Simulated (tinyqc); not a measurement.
p-n diode with diffusion and depletion-layer recombination: one step of the calculation.

Abrupt junction in the depletion approximation, low injection, full ionisation, neutral widths fixed, ohmic contact on the p side. Vj is the junction voltage; where a series resistance Rs is given, V = Vj + J Rs is the terminal voltage.

Task. New Vj. Diffusion current alone: J = J0 (exp(Vj/Vt) - 1), g = Vj + J Rs - V, g' = 1 + Rs J0 exp(Vj/Vt)/Vt, Vj(new) = Vj - g/g'.

Inputs (values chosen for the exercise); band and dielectric values close to those of germanium: temperature T = 300 K; series resistance Rs = 0.0065 ohm cm^2; terminal voltage V = 0.28 V.

Constants: q = 1.602176634e-19 C, kB = 1.380649e-23 J/K, Vt = kB T/q. Results are converted to the units shown.

Vj after iteration 1 = 0.27236158 V
J0 = J0n + J0p = 8.5459385e-4 A/cm^2

Wanted: J; g; g'; Vj after iteration 2.

Result.

J = 32.15 A/cm^2
g = 0.2014 V
g' = 9.084
Vj after iteration 2 = 0.2502 V

Numbers from tinyqc (`OMP_NUM_THREADS=1 python tinyqc.py 2260149 2260150 out.jsonl`; about 0.01 s on one thread of a shared Intel Xeon 2.30GHz).
